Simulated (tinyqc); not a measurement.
# Floating body of a partially depleted SOI transistor: body voltage and kink, step by step

Program tinyqc, `OMP_NUM_THREADS=1 python tinyqc.py 2182080 2182081 out.jsonl`; Intel Xeon 2.30GHz, shared host, one thread, about 0.2 s. Printed values are rounded.

Source at 0 V. Channel current Ic = 2 nf K Vt^2 [F(0) - F(Vd)](1 + la Vd), F(V) = ln^2(1 + exp((Vg - VT - nf V)/(2 nf Vt))), VT = VT0 - gb Vb. Saturation voltage Vs = 2 Vt sqrt(F(0)) + 3 Vt, excess Ve = (Vd - Vs + sqrt((Vd - Vs)^2 + 0.0004 V^2))/2, multiplication M1 = Ai Ve exp(-Bl/Ve). Each junction passes D(v) = J1 (exp(v/Vt) - 1) + J2 (exp(v/(2 Vt)) - 1). Bipolar current Ib = bb J1 (exp(Vb/Vt) - 1). The body settles where M1 (Ic + Ib) = D(Vb) + D(Vb - Vd) + Vb/Rb; drain current Id = (1 + M1)(Ic + Ib) - D(Vb - Vd).

Parameters, values chosen for the exercise; values of the order met in partially depleted silicon-on-insulator transistors: temperature T = 300 K; threshold at zero body voltage VT0 = 0.49 V; fall of the threshold per volt of body voltage gb = 0.28; slope factor nf = 1.39; gain factor per width K = 180 uA/(V^2 um); channel-length modulation factor la = 0.04 1/V; impact-ionisation prefactor Ai = 2.61 1/V; impact-ionisation voltage Bl = 6.9 V; diffusion saturation current of each junction J1 = 5.6e-13 uA/um; recombination saturation current of each junction J2 = 5.1e-9 uA/um; gain of the lateral bipolar transistor on the diffusion current bb = 1; resistance of a weak body tie to the source (1e9 stands for no tie, and the term is then dropped) Rb = 3e5 kohm um; gate voltage Vg = 0.9 V; drain voltage Vd = 1.1 V.

Constants: q = 1.602176634e-19 C, kB = 1.380649e-23 J/K, Vt = kB T/q. Results are converted to the units shown.

Range of the model: The multiplication law is an empirical form chosen for the exercise; self-heating and capacitive coupling to the body are left out, and the linear laws are rough once Vb passes about 0.7 V or M1 about 0.1.

## Starting value

Vb = 0.21 V.

Vb at the start = 0.21 V

## Iteration 1: new Vb

Current into the body I_in = M1 (Ic + Ib) - D(Vb - Vd), current out I_out = D(Vb) + Vb/Rb; f = ln(I_in/I_out), s = df/dVb by central differences over 1e-5 V, Vb(new) = Vb - f/s.

Ic = 14.8627 uA/um
Ve = 0.685248 V
M1 = 7.57574e-5
I_in = 0.00112597 uA/um
I_out = 7.00293e-4 uA/um
f = 0.474900
s = -6.82420 1/V
Vb after iteration 1 = 0.279591 V

## Iteration 2: new Vb

As before.

Ic = 16.1220 uA/um
Ve = 0.671251 V
M1 = 6.01552e-5
I_in = 9.69828e-4 uA/um
I_out = 9.33129e-4 uA/um
f = 0.0385751
s = -5.83186 1/V
Vb after iteration 2 = 0.286205 V

## Course of the iteration

Stop when the step is below 1e-10 V, or after 40 iterations.

Course of the iteration:
```
iteration,Vb before the step (V),step (V)
1,0.21,0.0696
2,0.279591,6.61e-3
3,0.286205,3.65e-5
4,0.286242,1.06e-9
5,0.286242,< 1e-14
```

Converged in 5 iterations.

## Drain current with floating and with grounded body

converged Vb = 0.286242 V

Id and VT at the converged Vb, Id at Vb = 0, their ratio, and the bipolar share Ib/(Ic + Ib).

VT = 0.409852 V
Id, floating = 16.2460 uA/um
Id, grounded = 11.3780 uA/um
ratio = 1.42785
bipolar share = 2.21874e-7 %

The body rises to 0.286 V and lowers the threshold by 80.1 mV.
